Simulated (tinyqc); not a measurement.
Resistance of a source-drain extension with a graded tip: one step of the calculation.

y runs along the channel, the gate covers y > 0. The doping is N0 for y < y0 and N0 10^(-(y - y0)/la) beyond, uniform over the depth xj. Sheet conductance s(y) = q mu(N) max(N - Nch, 0) xj + (for y > 0) ma Cox Vo, with mu(N) = u0 + (u1 - u0)/(1 + (N/Nr)^au) and Cox = eps0 eox/tox. Current is taken as one-dimensional; depletion of the tip, spreading and the contact are left out. The metallurgical junction lies at yj, where N = Nch.

Question. Sheet resistances and junction position. yj = y0 + la log10(N0/Nch); sheet resistance of the full extension 1/[q mu(N0)(N0 - Nch) xj] and of the gate-induced layer 1/(ma Cox Vo); metallurgical length Lg - 2 yj; ye is where the doped and the gate-induced conductances are equal.

Parameters, values chosen for the exercise; mobility law close to that of holes in silicon: relative permittivity of the gate insulator (close to aluminium oxide) eox = 8.98; insulator thickness tox = 2.5 nm; active doping of the extension far from the gate N0 = 2.3e20 cm^-3; lateral abruptness la = 6.5 nm/decade; position under the gate where the fall begins (gate edge at 0) y0 = 3.9 nm; depth of the extension xj = 27 nm; channel doping Nch = 3.8e17 cm^-3; gate overdrive Vo = 0.33 V; mobility of the gate-induced layer ma = 44 cm^2/(V s); mobility at low doping u1 = 470.5 cm^2/(V s); mobility at high doping u0 = 44.9 cm^2/(V s); reference doping Nr = 2.23e17 cm^-3; exponent au = 0.719; gate length Lg = 90 nm.

Constants: q = 1.602176634e-19 C, eps0 = 8.8541878128e-14 F/cm where lengths are in cm. Results are converted to the units shown.

Give: yj; sheet resistance of the extension; sheet resistance of the induced layer; metallurgical length; ye; N at ye.

Answer.

yj = 21.983 nm
sheet resistance of the extension = 210.70 ohm/square
sheet resistance of the induced layer = 21655 ohm/square
metallurgical length = 46.035 nm
ye = 18.969 nm
N at ye = 1.1053e18 cm^-3

The gate takes over 3.01 nm before the junction, where N is still 2.91 times the channel doping.

Program tinyqc, `OMP_NUM_THREADS=1 python tinyqc.py 2282083 2282084 out.jsonl`; Intel Xeon 2.30GHz, shared host, one thread, about 0.04 s.
